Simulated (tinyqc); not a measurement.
Polytypes and stacking faults of a tetrahedral semiconductor in an axial Ising model with couplings up to third neighbours: one step, computed by the program tinyqc. Command: `OMP_NUM_THREADS=1 python tinyqc.py 3020320 3020321 out.jsonl polytype walk`. One thread of a shared host (Intel(R) Xeon(R) Processor @ 2.30GHz), about 0.01 s of CPU time with the checks.

Each double layer has s = +1 or -1 for the sense of its stacking step; E per pair of atoms = E0 - sum_n J_n <s_i s_(i+n)>, n = 1, 2, 3. Hexagonality h = (1 - <s_i s_(i+1)>)/2.

Problem. Electronic energy gained by the fault. The fault binds electrons in a two-dimensional band E_b below the conduction edge, g2 = m m0/(pi hbar^2) for one valley. With the Fermi level held by the bulk, eta = ln[n/N_c(T)], N_c(T) = N_c (T/300)^1.5, the grand potential falls by g2 (k_B T)^2 F1(x), x = eta + E_b/(k_B T), F1(x) = integral from 0 to infinity of ln(1 + exp(x - t)) dt; sheet density g2 k_B T ln(1 + e^x). Band bending by the trapped charge is left out, so the gain is an upper bound. Net fault energy = gamma of the single Shockley (31) fault less the electronic gain.

Inputs (values chosen for the exercise, for a model crystal):

| quantity | value | unit |
|---|---|---|
| binding energy of the fault level E_b | 0.25 | eV |
| in-plane mass m | 0.49 | m0 |
| effective density of states N_c at 300 K | 1.1e+19 | 1/cm^3 |
| electron density n | 1.3e+17 | 1/cm^3 |
| temperature T | 1200 | K |

Host polytype: 4H.

energy of the glide fault, single Shockley (31) = 29.64298 mJ/m^2

Constants: m_0 = 9.1093837015e-31 kg; hbar = 1.054571817e-34 J s; k_B = 1.380649e-23 J/K; k_B = 8.617333262e-05 eV/K.

Give: x; sheet density; electronic gain; net fault energy.

Solution.

x = -4.100

sheet density = 3.479e+11 1/cm^2

electronic gain = 0.05788 mJ/m^2

net fault energy = 29.59 mJ/m^2

The gain offsets 0.20 % of the fault energy.
